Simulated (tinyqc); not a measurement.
# Convergence with the energy grid

Model: electron mobility of a polar semiconductor by Rode's iterative solution of the Boltzmann equation. Computed by tinyqc, a small Python program. Command: `OMP_NUM_THREADS=1 python tinyqc.py 3001139 3001140 out.jsonl rode sweep`. One thread of a shared host (Intel(R) Xeon(R) Processor @ 2.30GHz), about 0.06 s of CPU time with the checks.

The distribution is f(E) + e F l(E) (-df/dE) cos(theta) for a weak field F, theta counted from the force; l(E) is a mean free path. Elastic processes enter by their momentum rate, polar optical phonons by out- and in-scattering terms. One valley only: where upper valleys lie close, measured mobilities are lower. The density n is prescribed, even where a narrow-gap material would have more intrinsic carriers.

Inputs (values chosen for the exercise, modelled on GaSb): effective mass m = 0.0411 m_0; static permittivity eps_s = 15.7; high-frequency permittivity eps_inf = 14.4; density rho = 5610 kg/m^3; sound velocity v_l = 4300 m/s; acoustic deformation potential D_A = 7.7 eV; optical phonon energy hbar w = 30.2 meV; piezoelectric coupling K = 0.034; electron density n = 2.3e+15 1/cm^3; compensation ratio C = 0; temperature T = 300 K; iteration cap = 200.

Band: parabolic. Elastic processes: acoustic, piezoelectric, impurity.

Constants: k_B = 8.617333262e-05 eV/K; m_0 = 9.1093837015e-31 kg; e = 1.602176634e-19 C; hbar = 1.054571817e-34 J s; eps_0 = 8.8541878128e-12 F/m; k_B = 1.380649e-23 J/K; hbar = 6.582119569e-16 eV s.

Method:
- Parabolic band: E = hbar^2 k^2/(2 m), speed v = hbar k/m, states per spin, volume and energy g(E) = m k/(2 pi^2 hbar^2). Masses are multiplied by m_0 and all formulas are in SI units.
- The reduced Fermi level eta = E_F/(k_B T) solves n = 2 Z int g f dE with f = 1/(1 + exp(x - eta)) (Z = 1 unless valleys are given); screening length L_s = sqrt(eps_s eps_0 k_B T/(e^2 dn/deta)), dn/deta = 2 Z int g f (1 - f) dE.
- Integrals over x = E/(k_B T) use 160 Gauss-Legendre points in u = sqrt(x) from 0 to sqrt(max(eta, 0) + 32).
- N_I = n (1 + C)/(1 - C).
- Phonon occupation N_q = 1/(exp(hbar w/(k_B T)) - 1).
- Acoustic deformation potential (elastic, equipartition, absorption and emission together): 1/tau = 2 pi k_B T D_A^2 g(E)/(hbar rho v_l^2).
- Piezoelectric (elastic, unscreened, momentum relaxation): 1/tau = e^2 K^2 k_B T m (1 + 2 alpha E)/(2 pi eps_s eps_0 hbar^3 k), with alpha = 0 for a parabolic band.
- Singly charged impurities, momentum relaxation: 1/tau = N_I e^4 m (1 + 2 alpha E) Phi/(8 pi (eps_s eps_0)^2 hbar^3 k^3), with alpha = 0 for a parabolic band.
- Brooks-Herring: Phi = ln(1 + b) - b/(1 + b), b = 4 k^2 L_s^2.
- Polar optical, unscreened: W = e^2 w (1/eps_inf - 1/eps_s) m (1 + 2 alpha E') ln|(k + k')/(k - k')| / (4 pi eps_0 hbar^2 k), times N_q for absorption (E' = E + hbar w) and N_q + 1 for emission (E' = E - hbar w > 0), with alpha = 0 for a parabolic band; mean cosine of the angle <cos> = (k^2 + k'^2)/(2 k k') - 1/ln|(k + k')/(k - k')|.
- Energy grid E_j = (j + 1/2) hbar w/s, j = 0, 1, ..., up to (max(eta, 0) + 18) k_B T, so that E_j +/- hbar w are grid points; l = 0 beyond the grid; integrals are sums times the spacing.
- With f' = f(E'): out-scattering S_o = sum over absorption and emission of W (1 - f')/(1 - f); nu = sum of elastic rates; the in-scattering weights are c+ = W_abs <cos> (1 - f')/(1 - f) for E' = E + hbar w and c- likewise for emission.
- Iteration: l_new(E) = [v(E) + c+ l(E + hbar w) + c- l(E - hbar w)]/(nu + S_o), from l = 0.
- mu = e sum g v l f (1 - f) / (3 k_B T sum g f) over the grid; stop when mu changes by less than 1e-8 of itself.
- Self-energy RTA: l = v/(nu + S_o), the first iteration. Momentum RTA: l = v/(nu + S_o - c+ v(E + hbar w)/v - c- v(E - hbar w)/v), listed only where the denominator is positive on the whole grid. The polar-only value solves the same system with nu = 0; the elastic value takes l = v/nu.

One run for each value; columns: (1) grid points per phonon energy s; (2) mobility mu (cm^2/(V s)); (3) polar-phonon mobility (cm^2/(V s)); (4) elastic mobility (cm^2/(V s)):
```
(1)    (2)    (3)         (4)
2    30962  40478  1.7184e+05
4    31651  41233  1.7460e+05
6    31882  41503  1.7537e+05
10   32046  41708  1.7588e+05
16   32126  41813  1.7611e+05
24   32163  41865  1.7621e+05
40   32189  41902  1.7628e+05
```

Over the rows, mobility mu (cm^2/(V s)) rises from 31000 to 32200 (exponent d ln y / d ln x 0.032 between the first rows and 0.0016 between the last); polar-phonon mobility (cm^2/(V s)) rises from 40500 to 41900 (exponent d ln y / d ln x 0.027 between the first rows and 0.0017 between the last); elastic mobility (cm^2/(V s)) rises from 172000 to 176000 (exponent d ln y / d ln x 0.023 between the first rows and 7.5e-4 between the last). Against the finest grid, mu is off by -3.8 % in the first row and -0.08 % in the last but one.
